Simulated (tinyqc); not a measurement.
# Worked calculation: input admittance of a MOSFET at zero drain bias: distributed channel and distributed gate

Numbers from tinyqc (`OMP_NUM_THREADS=1 python tinyqc.py 2262091 2262092 out.jsonl`; about 0.01 s on one thread of a shared Intel Xeon 2.30GHz). Printed values are rounded.

Source and drain grounded, strong inversion, w = 2 pi f, Cox = eps0 eox/tox. The channel is an RC line of resistance 1/(mu Cox Vo) per square fed from both ends, so one finger has the intrinsic admittance y = i w Cox L tanh(g)/g per width, g = (1/2) sqrt(i w tau), tau = L^2/(mu Vo). The vertical resistance rv/L is in series with y, the overlaps 2 i w Cov in parallel: y_t = 1/(1/y + rv/L) + 2 i w Cov. The gate strip is a line of Rsh/L per length loaded by y_t, so a finger has Y = y_t Wf tanh(k)/k, k = (Wf/sd) sqrt(y_t Rsh/L); the device has Nf Y.

Values chosen for this exercise; values of the order met in silicon radio-frequency transistors: relative permittivity of the gate insulator (close to silicon dioxide) eox = 3.9; insulator thickness tox = 5.8 nm; channel length L = 0.24 um; finger width Wf = 2 um; number of fingers Nf = 32; channel mobility mu = 280 cm^2/(V s); gate overdrive Vo = 0.36 V; sheet resistance of the gate Rsh = 6.1 ohm/square; vertical resistivity of the gate stack rv = 1.8 ohm um^2; number of ends at which a finger is contacted sd = 1; overlap and fringe capacitance on each side Cov = 0.34 fF/um; frequency f = 43 GHz.

Constants: eps0 = 8.8541878128e-14 F/cm where lengths are in cm. Results are converted to the units shown.

## Low-frequency resistances and capacitance

Low-frequency limits, with c = Cox L and ct = c + 2 Cov: R_strip = Rsh Wf/(3 sd^2 L Nf), R_ch = (c/ct)^2 L/(12 mu Cox Vo Wf Nf), R_vert = (c/ct)^2 rv/(L Wf Nf), C = ct Wf Nf.

parts (ohm): strip 0.5295139, channel 2.390520, vertical 0.05379843
sum = 2.973833 ohm
C = 134.9685 fF
1/(2 pi R C) = 396.5256 GHz

The channel term is the largest, 80.4 % of the sum.

## Admittance of the channel and stack per width

tau, g, c = Cox L, y and y_t as defined.

tau = 5.714286 ps
g = 0.4392989+0.4392989i
c = 1.428883 fF/um
y = 48.4984+378.5661i uS/um
y_t = 49.5544+562.0081i uS/um

w tau = 1.54, and Im y is 0.981 of w c.

## Input impedance of the device

k and Y as defined; Z = 1/(Nf Y) = R + 1/(i w C); Q = |Im Z|/R; signal at the point farthest from a contact |1/cosh k|.

k = 0.1766313+0.1617423i
Nf Y = 3.84673+35.83255i mS
R = 2.961829 ohm
C = 134.1547 fF
Q = 9.315062
signal at the far point = 0.9972161

R is 0.40 % below its low-frequency limit and C is 0.60 % below its own.
